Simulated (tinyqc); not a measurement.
Inside a calculation. Model: Bloch-Grueneisen resistivity of a metal. Computed by tinyqc, a small Python program that keeps every step. Command: `OMP_NUM_THREADS=1 python tinyqc.py 3024770 3024771 out.jsonl bg walk`. One thread of a shared host (Intel(R) Xeon(R) Processor @ 2.30GHz), about 0.01 s of CPU time with the checks. Intermediate numbers are printed to about 5 digits and carried at full precision; extremes and crossings named in words are read from the listed rows.

Electrons scatter from a Debye spectrum of phonons (n = 5 for scattering within one band, n = 3 for scattering into a second, heavy band) and from static defects.

Inputs (values chosen for the exercise, modelled on aluminium):
```
quantity                      value         unit
exponent n                        5            -
Debye temperature Theta         402            K
transport coupling lambda_tr   0.37            -
Drude plasma energy hbar w_p     12           eV
residual resistivity rho_0    0.024  microohm cm
temperature T                    77            K
```

Addition: none.

Constants: k_B = 1.380649e-23 J/K; hbar = 1.054571817e-34 J s; eps_0 = 8.8541878128e-12 F/m; hbar = 6.582119569e-16 eV s; k_B = 8.617333262e-05 eV/K.

## Scale of the phonon resistivity

rho_ph = (n - 1) rho_1 (T/Theta)^n J_n(Theta/T), with rho_1 = 2 pi lambda_tr k_B Theta/(hbar eps_0 w_p^2), the high-temperature line at T = Theta.

rho_1 = 4.1575 microohm cm

## The integral and the phonon part

J_n(y) = int_0^y x^n e^x/(e^x - 1)^2 dx, by 96 Gauss-Legendre points (upper limit at most 60).

Theta/T = 5.2208

J_n = 54.961

phonon resistivity rho_ph = 0.23565 microohm cm

This is 29.6 % of the straight line rho_1 T/Theta.

## Total resistivity and derived numbers

Matthiessen's rule: rho = rho_0 + rho_ph. Temperature coefficient (1/rho) d rho/dT by a central difference of +/- 0.5 K; residual ratio rho(295 K)/rho(4.2 K); scattering time tau = 1/(eps_0 w_p^2 rho); Wiedemann-Franz kappa = L_0 T/rho, L_0 = (pi^2/3)(k_B/e)^2.

resistivity rho = 0.25965 microohm cm

temperature coefficient = 35.213 1e-3/K

residual resistance ratio = 115.87

scattering time = 130.87 fs

Wiedemann-Franz conductivity = 724.47 W/(m K)

The coefficient is 2.71 times 1/T; it exceeds 1/T because the phonon part, extended linearly, meets zero above T = 0. Caution: below about Theta/2 small-angle phonon scattering degrades heat flow more than charge flow, so a thermal conductivity taken from rho by the Wiedemann-Franz law would be too high.

## Limits of the phonon part

Low T: (n - 1) n! zeta(n) rho_1 (T/Theta)^n. High T: rho_1 (T/Theta) [1 - (n - 1)/(12 (n + 1)) (Theta/T)^2].

Resistivities (microohm cm):
```
T (K)      rho_ph   low-T law  straight line  line with correction   total rho
12     4.9046e-05  4.9046e-05         0.1241                     -  2.4049e-02
20     6.3069e-04  6.3073e-04         0.2068                     -  2.4631e-02
32     6.5229e-03  6.6137e-03         0.3309                     -  3.0523e-02
48     4.2509e-02  5.0223e-02         0.4964                     -  6.6509e-02
80     2.6366e-01  6.4587e-01         0.8274                     -  2.8766e-01
140    9.4655e-01  1.0601e+01         1.4479                0.7847  9.7055e-01
200    1.6664e+00  6.3073e+01         2.0684                1.6042  1.6904e+00
320    3.0357e+00  6.6137e+02         3.3095                3.0193  3.0597e+00
480    4.7757e+00  5.0223e+03         4.9642                4.7708  4.7997e+00
800    8.1587e+00  6.4587e+04         8.2737                8.1576  8.1827e+00
```

The low-T law holds to 10 % up to 32 K, the straight line from 320 K on. The local exponent of rho_ph falls from 5.00 to 1.05. Phonons overtake the residual resistivity between 32.0 and 48.0 K.

Checks made by the program: J_n at large argument against n! zeta(n) (relative difference below 1e-10).
